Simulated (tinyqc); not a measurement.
# Read current of a NAND string, cells in series solved by shooting: effect of the bit-line voltage

Cells in series, numbered from 0 at the source line (0 V) to the bit line, each followed by a gap resistance Rg. A cell with gate Vg, threshold VT, source Vs and drain Vd passes I = 2 nf K Vt^2 [F(Vs) - F(Vd)]/(1 + th max(Vg - VT, 0)), F(V) = ln^2(1 + exp((Vg - VT - nf V)/(2 nf Vt))). The selected cell has Vg = Vr, the others Vg = Vp.

For a trial current I start at 0 V and, cell by cell, solve for the drain: sqrt(F(Vd)) = sqrt(F(Vs) - I/k), k = 2 nf K Vt^2/(1 + th max(Vg - VT, 0)), Vd = [Vg - VT - 2 nf Vt ln(exp(sqrt F) - 1)]/nf, then add I Rg. The string current is the I for which the last node reaches Vbl. The apparent threshold is the Vr at which I = Is. Background: all other cells erased (VT = Ve) or all in the highest state (VT = Vh); ratio and shift are high over erased and high minus erased. The string has 32 cells and the selected one is cell 16.

Values chosen for this exercise; values of the order met in vertical NAND strings: temperature T = 300 K; gain factor of a cell K = 7.4 uA/V^2; slope factor nf = 1.9; mobility reduction factor th = 0.14 1/V; resistance of the gap between cells Rg = 11 kohm; pass voltage Vp = 7.9 V; threshold of an erased cell Ve = -1.6 V; threshold of the highest state Vh = 4.5 V; threshold of the selected cell Vx = 1.6 V; sensing current Is = 10 nA; read voltage on the selected word line Vr = 2.35 V.

Constants: q = 1.602176634e-19 C, kB = 1.380649e-23 J/K, Vt = kB T/q. Results are converted to the units shown.

Effect of the bit-line voltage:
columns A: Vbl (V); B: I, others erased (uA); C: I, others high (uA); D: ratio; E: apparent VT, erased (V); F: apparent VT, high (V); G: background shift (mV)
```
A          B        C       D      E      F      G
0.1  0.06178  0.04080  0.6603  1.625  1.635  9.633
0.2   0.1198  0.07857  0.6556  1.621  1.629  7.927
0.3   0.1728   0.1129  0.6532  1.621  1.629  7.884
0.4   0.2181   0.1429  0.6553  1.621  1.629  7.883
0.5   0.2506   0.1672  0.6670  1.621  1.629  7.883
0.6   0.2646   0.1831  0.6920  1.621  1.629  7.883
0.7   0.2665   0.1892  0.7098  1.621  1.629  7.883
0.8   0.2666   0.1901  0.7129  1.621  1.629  7.883
```

Read the table: what changes, and by how much?

As Vbl goes from 0.1 to 0.8 V, the current with erased neighbours rises from 0.0618 to 0.267 uA, that with high neighbours rises from 0.0408 to 0.190 uA and the ratio goes from 0.660 through a minimum of 0.653 (at Vbl = 0.3 among the rows listed) to 0.713. The background shift falls from 9.63 to 7.88 mV.

Program tinyqc, `OMP_NUM_THREADS=1 python tinyqc.py 2142238 2142239 out.jsonl`; Intel Xeon 2.30GHz, shared host, one thread, about 0.5 s.
